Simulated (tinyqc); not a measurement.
Single-oscillator infrared dielectric function of a polar cubic crystal: one step, computed by the program tinyqc.

One ion pair, charges +Z* and -Z*, in a cell of volume Omega = a^3. Frequencies omega are given as wavenumbers (1/cm); eps_s is the static dielectric constant.

Task: Optical constants at the probe frequency. eps(omega) = eps_inf + W^2/(omega_TO^2 - omega^2 - i gamma omega); n + i k = sqrt(eps) with k >= 0; R = |(n + i k - 1)/(n + i k + 1)|^2 at normal incidence from vacuum. omega is the probe ratio times omega_TO. Intensity decays over 1/(4 pi omega k); the loss function is Im(-1/eps).

Inputs (values chosen for the exercise, modelled on caesium chloride):

| quantity | value | unit |
|---|---|---|
| omega_TO | 99.3 | 1/cm |
| eps_inf | 2.56 | - |
| phonon damping gamma | 7.2 | 1/cm |
| probe frequency / omega_TO | 0.569 | - |

Structure: caesium chloride. Free carriers: absent.

W = 201.3746 1/cm

Give: omega; Re eps; Im eps; n; k; reflectivity R; penetration depth of the intensity; loss function.

Result:

omega = 56.5017 1/cm

Re eps = 8.619

Im eps = 0.3697

n = 2.936

k = 0.06294

reflectivity R = 0.2422

penetration depth of the intensity = 223.8 micrometre

loss function = 0.004967

Re eps is positive and k is small against n: the wave propagates.
